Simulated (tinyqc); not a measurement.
Spin curve: spin coating of a resist or spin-on film: centrifugal thinning, evaporation and the final thickness (Emslie and Meyerhofer models). Computed by tinyqc, a small Python program. Command: `OMP_NUM_THREADS=1 python tinyqc.py 3110584 3110585 out.jsonl spincoat walk`. One thread of a shared host (Intel(R) Xeon(R) Processor @ 2.30GHz), about 0.1 s of CPU time with the checks.

A Newtonian film stays uniform over the wafer; solvent and solids have the same density and the concentration is uniform through the thickness.

Inputs (values chosen for the exercise, of the order of those of a polymer resist in an ester solvent): solids volume fraction c0 = 0.064; kinematic viscosity of the solvent nu_s = 1.5 mm^2/s; viscosity constant k = 2400 mm^2/s; viscosity exponent gamma = 2.1; spin speed f = 2500 rpm; evaporation rate at 1000 rpm e0 = 0.31 micrometre/s; starting thickness h0 = 900 micrometre; wafer radius R = 100 mm.

Method:
- omega = 2 pi f/60; nu(c) = nu_s + k c^gamma; evaporation rate e = e0 sqrt(f/1000 rpm).
- Flow constant K = 2 omega^2/(3 nu(c0)); Reynolds number of the air omega R^2/nu_air with nu_air = 15 mm^2/s.
- Meyerhofer estimate: flow rules until (1 - c0) K h^3 = e, then evaporation alone: h_w = (e/((1 - c0) K))^(1/3), dry film c0 h_w.
- Full model for solids s and liquid l per area, h = s + l, c = s/h: ds/dt = -c Q, dl/dt = -(1 - c) Q - e, Q = 2 omega^2 h^3/(3 nu(c)); integrated adaptively (relative tolerance 1e-9) until l = 0.

dry film, estimate = 299.786 nm

Dry film against speed:
```
f (rpm)  full model (nm)  estimate (nm)  time to dry (s)
500               769.27         670.34           58.796
1000              543.96         474.00           29.399
1500              444.14         387.02           19.599
2000              384.64         335.17           14.700
3000              314.06         273.67            9.800
4000              271.98         237.00            7.350
6000              222.07         193.51            4.900
```

The full thickness goes as f^-0.500; the estimate as (e/omega^2)^(1/3) = f^(-1/2). The time to dry goes as f^-1.00. A thickness window of 1 % allows a speed error of about 2 %.
